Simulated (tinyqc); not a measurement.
Inside a calculation. Model: regular and subregular solution with a miscibility gap. Computed by tinyqc, a small Python program that keeps every step. Command: `OMP_NUM_THREADS=1 python tinyqc.py 3024223 3024224 out.jsonl regsol walk`. One thread of a shared host (Intel(R) Xeon(R) Processor @ 2.30GHz), about 0.02 s of CPU time with the checks. Intermediate numbers are printed to about 7 digits and carried at full precision; extremes and crossings named in words are read from the listed rows.

Per mole of mixing sites: G(x) = x (1 - x) [L0 + L1 (1 - 2x)] + R T [x ln x + (1 - x) ln(1 - x)], x the fraction of B.

Inputs (values chosen for the exercise, for a model alloy): interaction L0 = 10.6 kJ/mol; size misfit eta = d ln a/dx = 0.023; asymmetry L1 = 0.36 kJ/mol; temperature T = 418 K; overall fraction x0 = 0.29; coherency modulus Y = 172 GPa; molar volume V_m = 8.7 cm^3/mol; gradient coefficient kappa = 4.2e-10 J/m; start value s0 = 0.01.

Source of L0: given.

Constants: R = 8.314462618 J/(mol K).

## Interaction parameter

L0 and eta are given.

L0 = 10.6 kJ/mol

eta = 0.023

## G, chemical potentials and activities

G' = L0 (1 - 2x) + L1 (1 - 6x + 6x^2) + R T ln[x/(1 - x)]; G'' = -2 L0 - 6 L1 (1 - 2x) + R T/[x (1 - x)]. mu_A = G - x G', mu_B = G + (1 - x) G', activity = exp(mu/(R T)).

G, G'' and activities at x = 0.02, 0.1, 0.2, 0.35, 0.5, 0.65, 0.8, 0.9, 0.98:
```
x     G (kJ/mol)  G'' (kJ/mol)  activity of A  activity of B
0.02  -0.1261958      154.0450       0.981315       0.410118
0.10  -0.1498881       15.6881       0.930375       1.243875
0.20  -0.0085613       -0.7745       0.912078       1.427323
0.35   0.1859046       -6.5713       0.963812       1.247678
0.50   0.2410048       -7.2982       1.099924       1.044407
0.65   0.1367646       -5.2753       1.292134       0.925460
0.80  -0.0776813        1.8175       1.389972       0.895601
0.90  -0.2017281       19.1441       1.124735       0.925377
0.98  -0.1397433      158.1922       0.341518       0.981078
```

G'' is negative at 4 of the nine compositions (0.2, 0.35, 0.5, 0.65), where the solution is unstable.

## Critical point

The spinodal is G'' = 0, R T_s(x) = x (1 - x) [2 L0 + 6 L1 (1 - 2x)]; the critical point is its maximum.

critical composition x_c = 0.4747236

critical temperature T_c = 639.0893 K

L1 > 0 moves the top of the gap to the A-rich side and raises it by 1.6 K over L0/(2 R).

## Spinodal at T

Solve G'' = 0 on each side of x_c.

spinodal x_s1 = 0.1905011

spinodal x_s2 = 0.7762008

## First Newton step for the common tangent

Common tangent: F1 = G'(x1) - G'(x2) = 0 and F2 = [G - x G'](x1) - [G - x G'](x2) = 0. Newton step: J = [[G''(x1), -G''(x2)], [-x1 G''(x1), x2 G''(x2)]], J dx = -F; a step that would leave 0 < x < 1 is halved until it stays inside. The start is x1 = s0, x2 = 1 - s0.

F (kJ/mol): F1 -11.16418, F2 5.92092

J (kJ/mol):
$$\begin{pmatrix}
327.7383 & -331.9719 \\
-3.2774 & 328.6522
\end{pmatrix}$$

new (x1, x2): [0.0259772, 0.9721436]

## Binodal by Newton steps

Stop when the step is below 1e-12, or when x1 and x2 meet within 1e-5; residuals under 1e-7 are shown as 0.

Iteration:
```
step          x1         x2    F1 (kJ/mol)   F2 (kJ/mol)
1     0.01000000  0.9900000  -1.116418e+01  5.920917e+00
2     0.02597721  0.9721436  -4.879504e+00  2.645523e+00
3     0.04540982  0.9477606  -1.514267e+00  8.560114e-01
4     0.05666753  0.9306305  -2.454133e-01  1.529554e-01
5     0.05872751  0.9260182  -9.585374e-03  7.234666e-03
6     0.05877511  0.9257730  -2.018878e-05  1.860885e-05
7     0.05877511  0.9257724              0             0
8     0.05877511  0.9257724              0             0
```

solubility limit x1 = 0.05877511

solubility limit x2 = 0.9257724

Converged: the gap runs from 0.05878 to 0.9258, outside the spinodal as it must.

## Lever rule at x0

Inside the gap the B-rich phase has the fraction f = (x0 - x1)/(x2 - x1), and the gain is (1 - f) G(x1) + f G(x2) - G(x0); outside it one phase remains.

fraction f of the B-rich phase = 0.2666962

free energy of decomposition = -304.3076 J/mol

x0 lies inside the chemical spinodal: coherency strain aside, small waves of composition grow without a barrier.

## Fastest-growing wave

Linear Cahn-Hilliard theory, coherency strain left out, with energy density G/V_m + kappa (grad x)^2: the rate goes as -k^2 (G''/V_m + 2 kappa k^2), so k_c^2 = -G''/(2 kappa V_m), the fastest wave has k_m = k_c/sqrt(2) and length 2 pi/k_m.

G''(x0) = -5.227912 kJ/mol

k_c = 0.8457945 1/nm

fastest wavelength = 10.50582 nm

## Coherent spinodal

If the lattice stays coherent, G'' gains 2 eta^2 Y V_m (eta = d ln a/dx, Y the biaxial modulus, E/(1 - nu) if isotropic), which is L0 replaced by L0 - eta^2 Y V_m (1 GPa cm^3/mol = 1 kJ/mol); the program reports 0 if the result is below its cutoff 3.5 |L1|.

eta^2 Y V_m = 0.7915956 kJ/mol

top of the coherent spinodal = 591.6171 K

Coherency strain lowers the top by 47 K.

## The phase diagram

For this table each start is x_s1/6 and 1 - (1 - x_s2)/6. The dilute estimate of x1 is exp(-(L0 + L1)/(R T)).

Binodal and spinodal:
```
T (K)   binodal x1  spinodal x_s1  spinodal x_s2  binodal x2  dilute estimate of x1
256    0.006156254      0.1036389      0.8758608   0.9912515            0.005804277
320     0.01868216      0.1350538      0.8393741   0.9750000             0.01625543
383     0.04100823      0.1694397      0.8000159   0.9472714             0.03200906
447     0.07701602      0.2093220      0.7551029   0.9040509             0.05239418
511      0.1318765      0.2570077      0.7024069   0.8402869             0.07580292
575      0.2190525      0.3197836      0.6346407   0.7425622              0.1010140
614      0.3092978      0.3772344      0.5741589   0.6451010              0.1168480
```

The dilute estimate is 0.94 of x1 at the lowest T and 0.38 at the highest: it drops the pull of the other solutes and the impurity of the second phase. Near the top the binodal is 1.71 times as wide as the spinodal; the mean-field limit at T_c is sqrt(3) = 1.73. The gap is lopsided: at the lowest T, A dissolves 0.0062 of B and B dissolves 0.0087 of A.

Checks made by the program: binodal against the lower hull of G on 40001 points (relative difference 2e-06).
